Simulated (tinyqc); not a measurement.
ESD clamp with bipolar snapback, compact model and design window: one step of the calculation.

The drain junction multiplies the current that enters it: Igen = (M - 1)(Ic + I0), M = 1/(1 - (Vj/BV)^n). The generated holes leave through the substrate resistance and the base of the parasitic npn: Igen = Vb/Rb + Ic/be, Ic = Is exp(Vb/Vt). Terminal current I = Ic + I0 + Igen and voltage V = Vj + I Ro, per width. Isothermal, constant gain.

Question. Design window and human-body level. Human-body model: 100 pF through 1500 ohm, peak current about (level - Vt2)/1500 ohm, decay time 150 ns. All fingers turn on before the first fails if Vt2 > Vt1; then the clamp carries Nf Wf It2, otherwise in the worst case Wf It2. Margins: Vh - 1.1 Vdd against latching in operation, Vox - max(Vt1, Vt2) for the protected oxide.

Values chosen for this exercise; values close to those of grounded-gate n-channel clamps: failure current for 100 ns It2 = 4.6 mA/um; finger width Wf = 20 um; number of fingers Nf = 10; human-body-model level Lv = 2 kV; oxide breakdown voltage for 100 ns Vox = 9.1 V; supply voltage Vdd = 3.3 V.

Vt1 = 8.6106313 V
Vh = 6.1532537 V
Vt2 = 6.6984456 V

Give: peak current; current the clamp carries; level it withstands; holding margin; oxide margin.

Answer.

peak current = 1.3289 A
current the clamp carries = 0.092000 A
level it withstands = 0.14470 kV
holding margin = 2.5233 V
oxide margin = 0.48937 V

Uniform turn-on is not assured; the clamp fails the level. Both margins are positive.

Computed by the program tinyqc: `OMP_NUM_THREADS=1 python tinyqc.py 2670101 2670102 out.jsonl`, one thread of a shared Intel Xeon 2.30GHz, about 0.02 s for the whole run.
